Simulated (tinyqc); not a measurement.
Comparisons within one model: inter-valley coupling by envelope functions against a chain of atomic planes. A value that a table varies takes the place of the one given here.

Chain: E(phi) = e0 + 2 v cos(phi) + 2 u cos(2 phi), cos(phi0) = -v/(4u), e0 = 2u + v^2/(4u); plane j = 0, 1, ... has the potential V_j = dE x_j + F (j - 30) a/4 (1 MV/m = 1e-4 V/angstrom). There are 30 barrier planes a side; with y = j - 29.5, x_j = xb (f(y) + f(Nw - y)), f(y) = 1/(1 + exp(y/L)), plus any Ge added in the well. The valley splitting is the spacing of the two lowest levels. Envelope theory: F_j solves a one-valley chain with hopping -b and diagonal 2b + V_j, b = 4u sin^2(phi0), sum F_j^2 = 1; the valleys couple by Dv = sum_j F_j^2 V_j exp(-2 i phi0 j) and split by 2|Dv|.

Parameters, chosen for this exercise (near those of the Delta valleys of silicon in a SiGe well; shifted at random, so the results belong to these values and not to a real crystal):

| symbol | value | unit | meaning |
|---|---|---|---|
| a | 5.431 | angstrom | lattice constant; planes lie a/4 apart |
| u | 0.585 | eV | second-neighbour hopping |
| v | 0.487 | eV | nearest hopping |
| Nw | 54 |  | planes in the well |
| L | 1.25 | planes | interface width |
| xb | 0.26 |  | Ge fraction of the barriers |
| dE | 0.58 | eV | offset per unit Ge fraction |
| F | 8 | MV/m | field |
| xs | 0.1 |  | Ge fraction added on that plane |
| xw | 0.009 |  | mean Ge fraction of the wiggle |
| x0 | 8524 |  | start of the number sequence |
| na | 20000 |  | atoms a plane under the dot |
| js | 75 |  | plane j of a Ge spike (the well starts at j = 30) |

## Position of the spike

The spike is moved through the well; position counted from the first well plane, j - 30.

Against position:

| j - 30 | F_j^2, smooth | mean of the doublet (meV) | splitting, chain (micro-eV) | envelope | first order |
|---|---|---|---|---|---|
| 3 | 0.01762 | 29.25 | 1654 | 1623 | 2044 |
| 6 | 0.03023 | 29.83 | 2819 | 2772 | 3507 |
| 11 | 0.04417 | 30.59 | 4349 | 4307 | 5123 |
| 16 | 0.04348 | 30.65 | 4455 | 4423 | 5044 |
| 22 | 0.03025 | 29.90 | 2959 | 2937 | 3509 |
| 27 | 0.01796 | 29.25 | 1663 | 1643 | 2084 |
| 35 | 0.00556 | 28.67 | 496 | 488 | 644 |
| 43 | 0.00114 | 28.47 | 105 | 103 | 133 |
| 51 | 0.00011 | 28.42 | 11 | 10 | 13 |

The splitting is largest at plane 16 among these rows (4455 micro-eV), and the smooth envelope peaks at plane 13, counting all planes; without a spike it is 0.43. Where the splitting exceeds 20 micro-eV the envelope theory lies within 1.9 % of the chain and first order within 30 %.

## A periodic Ge profile (wiggle well)

periods (planes): pi/phi0 1.76450, pi/(pi - phi0) 2.30805

Added fraction xw (1 - cos(2 pi (j - 30)/p)) on the well planes; p = f times the resonant period pi/(pi - phi0). At resonance the estimate is dE xw.

Against period:

| f | p (planes) | mean of the doublet (meV) | splitting, chain (micro-eV) | envelope |
|---|---|---|---|---|
| 0.90 | 2.0772 | 33.50 | 415 | 436 |
| 0.95 | 2.1927 | 33.42 | 2430 | 2489 |
| 0.98 | 2.2619 | 33.50 | 4542 | 4568 |
| 0.99 | 2.2850 | 33.53 | 4963 | 4958 |
| 1.00 | 2.3081 | 33.55 | 5112 | 5081 |
| 1.01 | 2.3311 | 33.53 | 4976 | 4931 |
| 1.02 | 2.3542 | 33.50 | 4596 | 4547 |
| 1.05 | 2.4235 | 33.43 | 2797 | 2739 |
| 1.10 | 2.5389 | 33.48 | 771 | 731 |
| 1.50 | 3.4621 | 33.54 | 22 | 22 |
| 3.00 | 6.9242 | 33.56 | 3 | 3 |

The splitting peaks at f = 1 with 5.11 meV, against the estimate dE xw = 5.22 meV, and is 0.89 and 0.90 of the value at f = 1 two per cent off to either side: the width of the resonance is set by the number of periods under the envelope. At f = 3 it is 3 micro-eV. The chain has one orbital a plane and knows only this resonance; longer periods that work through other bands are outside it.

## Random alloy fluctuations

A uniform fraction x is added on all planes. Each plane j then fluctuates by q sqrt(x_j (1 - x_j)/na) in Ge fraction, q = sqrt12 (z/2147483647 - 1/2) with z(new) = 16807 z mod 2147483647 from x0, restarted for each row; 24 samples. Theory: Dv is a complex Gaussian with sigma^2 = dE^2 sum F_j^4 x_j (1 - x_j)/na, and the mean splitting is sqrt(pi) sigma if the smooth part is negligible.

Splitting (micro-eV):

| x | sigma | sqrt(pi) sigma | mean of 24 | least | largest |
|---|---|---|---|---|---|
| 0.00 | 24.1 | 42.7 | 51.5 | 17.1 | 97.0 |
| 0.01 | 77.2 | 136.9 | 149.0 | 21.1 | 316.7 |
| 0.02 | 106.0 | 187.9 | 203.1 | 17.4 | 423.5 |
| 0.05 | 162.5 | 288.0 | 309.4 | 21.5 | 632.5 |
| 0.10 | 222.5 | 394.4 | 422.7 | 35.2 | 855.2 |

Without added Ge the disorder sits in the barriers, where the state is small: mean 51.5 micro-eV, against 0.43 for the smooth well. With 5 % Ge in the well the mean is 309, theory 288, with a statistical error of about 11 % for 24 samples; the miss is +7 %, and since every row reuses one sequence the rows with added Ge miss alike. The spread grows with the mean: at 5 % the samples run from 22 to 632, so small splittings remain possible. sigma falls as 1/sqrt(na) for larger dots. A chain with one orbital a plane has no Bloch-function factor, which scales all these couplings down in fuller models.

## What each parameter does

Chain with the spike on plane js. Each row changes one parameter from the base and keeps the others.

Results:

| case | level (meV) | splitting (micro-eV) |
|---|---|---|
| base | 28.451 | 65.4 |
| Nw = 60 | 28.429 | 74.9 |
| L = 1.75 planes | 29.268 | 71.7 |
| xb = 0.31 | 28.952 | 70.5 |
| dE = 0.638 eV | 28.730 | 73.6 |
| F = 10 MV/m | 32.540 | 32.7 |
| js = 78 | 28.433 | 29.8 |
| xs = 0.13 | 28.459 | 80.4 |

The largest shifts from the base row, up to three for each result and ties (the steps differ in size, so this ranks the rows, not the parameters). level (meV): F +4.089, L +0.816, xb +0.501. splitting (micro-eV): js -35.6, F -32.7, xs +15.0.

tinyqc: `OMP_NUM_THREADS=1 python tinyqc.py 1452531 1452532 out.jsonl`; about 0.1 s, one thread, shared Intel(R) Xeon(R) Processor @ 2.30GHz.
